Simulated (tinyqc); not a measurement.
Worked calculation: coupled-perturbed Hartree-Fock on RHF in the sto-3g basis, for BeH2, spin multiplicity 1. One step of it, computed by the program tinyqc.

Task: Coupled step 1. U_ai = -(mu_ai + sum_bj [4 (ai|bj) - (ab|ij) - (aj|bi)] U_bj) / (e_a - e_i); alpha = -4 sum U_ai mu_ai.

uncoupled U:
```
           i1         i2         i3
a4   0.000003   0.001056  -0.095839
a5   0.000000   0.000000   0.000000
a6  -0.000187  -0.021884   1.670332
a7  -0.025782   0.564130   0.006349
```

dipole integrals <a|y|i> (bohr):
```
           i1         i2         i3
a4  -0.000014  -0.000678   0.057556
a5   0.000000   0.000000   0.000000
a6   0.000920   0.017793  -1.289571
a7   0.136325  -0.669514  -0.007274
```

orbital energies (hartree): MO1 -4.529214, MO2 -0.428340, MO3 -0.387287, MO4 0.213266, MO5 0.213877, MO6 0.384758, MO7 0.758467

Two-electron integrals over orbitals (pq|rs), unique and non-zero (hartree):
```
(11|11) 2.271775    (21|11) -0.189257   (21|21) 0.024298    (22|11) 0.464890
(22|21) -0.005911   (22|22) 0.380694    (31|11) -0.003441   (31|21) 0.000337
(31|22) -0.000586   (31|31) 0.005263    (32|11) 0.000134    (32|21) -0.000300
(32|22) -0.006698   (32|31) 0.011712    (32|32) 0.160132    (33|11) 0.429615
(33|21) -0.002476   (33|22) 0.392456    (33|31) 0.000379    (33|32) 0.005537
(33|33) 0.416217    (41|11) 0.015247    (41|21) -0.001829   (41|22) 0.001096
(41|31) -0.000035   (41|32) 3.45e-06    (41|33) 0.000618    (41|41) 0.015827
(42|11) -0.007541   (42|21) 0.000566    (42|22) 0.003151    (42|31) 0.000009
(42|32) -0.000100   (42|33) 0.003710    (42|41) 0.014890    (42|42) 0.047864
(43|11) -0.000195   (43|21) 0.000012    (43|22) -0.000146   (43|31) -0.000047
(43|32) 0.005078    (43|33) 0.000264    (43|41) 0.000278    (43|42) 0.000628
(43|43) 0.013281    (44|11) 0.568741    (44|21) -0.007445   (44|22) 0.357252
(44|31) -0.000131   (44|32) 0.000013    (44|33) 0.340742    (44|41) -0.001994
(44|42) -0.010308   (44|43) -0.000231   (44|44) 0.450249    (51|51) 0.015754
(52|51) 0.014998    (52|52) 0.047811    (53|51) 0.000280    (53|52) 0.000629
(53|53) 0.013030    (54|51) -0.001255   (54|52) -0.003353   (54|53) -0.000067
(54|54) 0.024432    (55|11) 0.569182    (55|21) -0.007419   (55|22) 0.357486
(55|31) -0.000131   (55|32) 0.000013    (55|33) 0.340770    (55|41) 0.000500
(55|42) -0.003659   (55|43) -0.000099   (55|44) 0.401194    (55|55) 0.449859
(61|11) -0.190563   (61|21) 0.025023    (61|22) -0.006093   (61|31) 0.000512
(61|32) 0.000073    (61|33) -0.003196   (61|41) -0.000831   (61|42) 0.001473
(61|43) 0.000028    (61|44) -0.005678   (61|55) -0.005481   (61|61) 0.025959
(62|11) 0.130424    (62|21) -0.006145   (62|22) -0.017009   (62|31) -0.000043
(62|32) 0.002008    (62|33) -0.042145   (62|41) 0.001447    (62|42) -0.001633
(62|43) 3.83e-06    (62|44) 0.062842    (62|55) 0.063602    (62|61) -0.004894
(62|62) 0.081565    (63|11) 0.003750    (63|21) -0.000117   (63|22) 0.003421
(63|31) -0.000916   (63|32) -0.092279   (63|33) -0.004343   (63|41) 0.000028
(63|42) -1.30e-06   (63|43) -0.004273   (63|44) 0.001877    (63|55) 0.001895
(63|61) -0.000122   (63|62) 0.000830    (63|63) 0.085670    (64|11) 0.007083
(64|21) 0.000126    (64|22) 0.000888    (64|31) -3.61e-06   (64|32) -0.000042
(64|33) -0.001524   (64|41) 0.016028    (64|42) 0.045831    (64|43) 0.000954
(64|44) -0.001438   (64|55) 0.002839    (64|61) 0.001287    (64|62) 0.008401
(64|63) 0.000245    (64|64) 0.049090    (65|51) 0.016226    (65|52) 0.046686
(65|53) 0.000974    (65|54) -0.002172   (65|65) 0.049641    (66|11) 0.465419
(66|21) -0.006692   (66|22) 0.381750    (66|31) -0.000014   (66|32) 0.001253
(66|33) 0.392743    (66|41) 0.003102    (66|42) 0.009300    (66|43) 0.000241
(66|44) 0.355849    (66|55) 0.356753    (66|61) -0.006288   (66|62) -0.028367
(66|63) -0.001602   (66|64) 0.005905    (66|66) 0.399117    (71|11) 0.001101
(71|21) -0.000347   (71|22) -0.000709   (71|31) 0.009943    (71|32) 0.018381
(71|33) 0.000697    (71|41) 3.76e-06    (71|42) -0.000005   (71|43) -0.000202
(71|44) 0.000021    (71|55) 0.000020    (71|61) -0.000047   (71|62) 0.000106
(71|63) -0.000310   (71|64) -0.000016   (71|66) 0.000217    (71|71) 0.019022
(72|11) -0.003384   (72|21) 0.000036    (72|22) 0.001822    (72|31) 0.004314
(72|32) -0.040376   (72|33) -0.000808   (72|41) -0.000006   (72|42) 0.000204
(72|43) -0.004244   (72|44) -0.001505   (72|55) -0.001509   (72|61) 0.000142
(72|62) -0.002778   (72|63) 0.062003    (72|64) -0.000094   (72|66) 0.000147
(72|71) 0.008156    (72|72) 0.057110    (73|11) 0.147996    (73|21) -0.004264
(73|22) -0.000727   (73|31) 0.000044    (73|32) 0.000168    (73|33) -0.018211
(73|41) -0.000027   (73|42) -0.005918   (73|43) -0.000188   (73|44) 0.067460
(73|55) 0.067579    (73|61) -0.003566   (73|62) 0.076973    (73|63) 0.002759
(73|64) 0.003902    (73|66) -0.021581   (73|71) 0.000221    (73|72) -0.001287
(73|73) 0.085911    (74|11) -0.000026   (74|21) 0.000018    (74|22) 0.000380
(74|31) -0.000901   (74|32) -0.009853   (74|33) -0.000377   (74|41) -0.000109
(74|42) -0.000571   (74|43) 0.013080    (74|44) 0.000032    (74|55) -9.44e-07
(74|61) -0.000018   (74|62) -0.000149   (74|63) 0.006170    (74|64) -0.000217
(74|66) -0.000139   (74|71) -0.001541   (74|72) 0.001819    (74|73) -0.000020
(74|74) 0.017513    (75|51) -0.000111   (75|52) -0.000581   (75|53) 0.013397
(75|54) 0.000017    (75|65) -0.000226   (75|75) 0.016868    (76|11) 0.000224
(76|21) -0.000211   (76|22) -0.005468   (76|31) 0.010083    (76|32) 0.140143
(76|33) 0.005458    (76|41) -0.000018   (76|42) -0.000146   (76|43) 0.005650
(76|44) -0.000063   (76|55) -0.000072   (76|61) 0.000099    (76|62) 0.001535
(76|63) -0.091932   (76|64) -0.000116   (76|66) 0.001544    (76|71) 0.016262
(76|72) -0.049443   (76|73) -0.000163   (76|74) -0.008531   (76|76) 0.137015
(77|11) 0.554168    (77|21) -0.007887   (77|22) 0.407411    (77|31) -0.000248
(77|32) -0.002160   (77|33) 0.424157    (77|41) 0.000460    (77|42) 0.000804
(77|43) -0.000064   (77|44) 0.381246    (77|55) 0.381078    (77|61) -0.007884
(77|62) -0.023212   (77|63) 0.000911    (77|64) -0.002131   (77|66) 0.416795
(77|71) -0.000107   (77|72) 0.001024    (77|73) 0.000145    (77|74) 0.000110
(77|76) -0.001497   (77|77) 0.462956
```

Give: U after step 1; polarisability.

Result:

U after step 1:
```
         i1       i2       i3
a4   0.0000   0.0013  -0.1113
a5   0.0000   0.0000   0.0000
a6  -0.0002  -0.0269   1.9398
a7  -0.0292   0.6334   0.0060
```

polarisability = 11.7459 bohr^3
